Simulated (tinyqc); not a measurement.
Which lattice a d-band metal prefers: Slater-Koster d bands of an fcc metal.

Slater-Koster d bands. For a bond with direction cosines (l, m, n) the 5 x 5 block is dds Ps + ddp Pp + ddd (1 - Ps - Pp), the projectors on sigma, pi and delta states about the bond; for instance <xy|xy> = 3 l^2 m^2 dds + (l^2 + m^2 - 4 l^2 m^2) ddp + (n^2 + l^2 m^2) ddd, <xy|yz> = 3 l m^2 n dds + l n (1 - 4 m^2) ddp + l n (m^2 - 1) ddd and <3z2-r2|3z2-r2> = (n^2 - (l^2 + m^2)/2)^2 dds + 3 n^2 (l^2 + m^2) ddp + (3/4)(l^2 + m^2)^2 ddd. H(k) sums the blocks times cos(k.R) over the neighbours; the d level is the zero of energy; k in 2 pi/a.

Mesh: k = f1 b1 + f2 b2 + f3 b3 with fractions (j + 1/2)/N, j = 0 to N - 1, and b = (-1,1,1), (1,-1,1), (1,1,-1) for fcc, (0,1,1), (1,0,1), (1,1,0) for bcc, unit vectors for simple cubic. The lowest Nd/10 of all levels are filled with two electrons each; the bond energy is their sum per atom.

Values chosen for the exercise (of the size met in Ru; shifted at random, so the results belong to these values and not to a real crystal):
- dds = -1.007 eV (dd sigma)
- ddp = 0.675 eV (dd pi)
- ddd = -0.111 eV (dd delta)
- f2 = 0.487 (factor for second neighbours in bcc)
- N = 10 (mesh)

fcc has twelve neighbours, bcc eight and six (the six times f2), simple cubic six. The integrals of bcc and sc are scaled so that all three have the second moment of fcc, which stands for equal repulsion (structural energy difference theorem). s and p electrons are left out.

Bond energy per atom:

| Nd | fcc (eV) | bcc - fcc (meV) | sc - fcc (meV) |
|---|---|---|---|
| 1 | -3.657 | 229 | 60 |
| 2 | -6.257 | 140 | 123 |
| 3 | -8.161 | -105 | 390 |
| 4 | -9.250 | -391 | 524 |
| 6 | -8.780 | 314 | 54 |
| 7 | -7.430 | 448 | -341 |
| 8 | -5.468 | 219 | -666 |
| 9 | -2.941 | -144 | -656 |

Give the missing row, Nd = 5.

Computed row:
```
Nd  fcc (eV)  bcc - fcc (meV)  sc - fcc (meV)
5     -9.415             -125             456
```

scale factors: bcc 1.1285, sc 1.4142

mu3/mu2^1.5: fcc -0.265, bcc -0.253, sc 0.000

mu4/mu2^2: fcc 1.863, bcc 1.712, sc 2.144

largest change of a difference when N is raised to 14 = 24 meV

fcc is lowest for Nd = 1, 2 and 6. bcc is lowest for Nd = 3, 4 and 5. sc is lowest for Nd = 7, 8 and 9. bcc gains most on fcc at Nd = 4 (-391 meV). A small fourth moment marks a two-peaked band, which tends to favour fillings near one half; bcc has -8 % against fcc, and at Nd = 5 it lies -125 meV from fcc (differences of a few tens of meV are within the error of the mesh; hcp is left out, and this d-only model can miss the lattice of the real metal). The third moments, from three-membered rings, skew the bands. That simple cubic wins anywhere comes from keeping d bands and equal second moments alone; no transition metal takes it. Differences below about 24 meV are within the error of this mesh, and the s and p electrons left out weigh most where the d band is nearly empty or full.

Program tinyqc; command `OMP_NUM_THREADS=1 python tinyqc.py 1482189 1482190 out.jsonl`; about 0.03 s on one thread of a shared Intel(R) Xeon(R) Processor @ 2.30GHz.
